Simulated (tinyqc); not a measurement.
Energy and delay of logic against supply voltage: two steps of the calculation.

One expression serves below and above threshold: I(Vg) = Ik [ln(1 + exp((Vg - VT + dd V)/(al nf Vt)))]^al, with I_on = I(V) and I_off = I(0). Gate delay td = kd C V/I_on, clock period LD td. Per gate and cycle the switching energy is act C V^2 and the leakage energy I_off V LD td. No short-circuit current, no variation. Minima are sought above 0.09 V; below a few Vt gates no longer switch and the model has no meaning.

Values chosen for this exercise; values of the order met in logic technologies:
- T = 250 K (temperature)
- VT = 0.27 V (threshold voltage at zero drain bias)
- nf = 1.16 (slope factor)
- dd = 0.08 (barrier lowering per volt of supply)
- Ik = 0.63 uA (specific current of a gate)
- al = 1.71 (exponent of the current law)
- C = 0.31 fF (load capacitance of a gate)
- kd = 0.8 (delay factor)
- LD = 16 (logic depth)
- act = 0.2 (activity factor)
- V = 1.09 V (supply voltage)

Constants: q = 1.602176634e-19 C, kB = 1.380649e-23 J/K, Vt = kB T/q. Results are converted to the units shown.

Question 1. Currents, delay and energies. I_on, I_off, td, clock frequency 1/(LD td), both energies and their sum.

Wanted: I_on; I_off; td; clock frequency; switching energy; leakage energy; energy.

Answer 1.

I_on = 117.1 uA
I_off = 0.4144 nA
td = 2.309 ps
clock frequency = 27.06 GHz
switching energy = 73.66 aJ
leakage energy = 0.01669 aJ
energy = 73.68 aJ

I_on/I_off = 2.82e5; leakage makes up 0.0227 % of the energy.

Question 2. New V. Minimum-energy supply: E(V) is the energy per gate and cycle; with h = 0.001 V, E' = (E(V + h) - E(V - h))/(2 h), E'' = (E(V - h) - 2 E(V) + E(V + h))/h^2, V(new) = V - E'/E''.

V after iteration 1 = 0.25194976 V

Give: E'; E''; V after iteration 2.

Answer 2.

E' = 30.845 aJ/V
E'' = 134.73 aJ/V^2
V after iteration 2 = 0.023003 V

Numbers from tinyqc (`OMP_NUM_THREADS=1 python tinyqc.py 2082115 2082116 out.jsonl`; about 0.01 s on one thread of a shared Intel Xeon 2.30GHz).
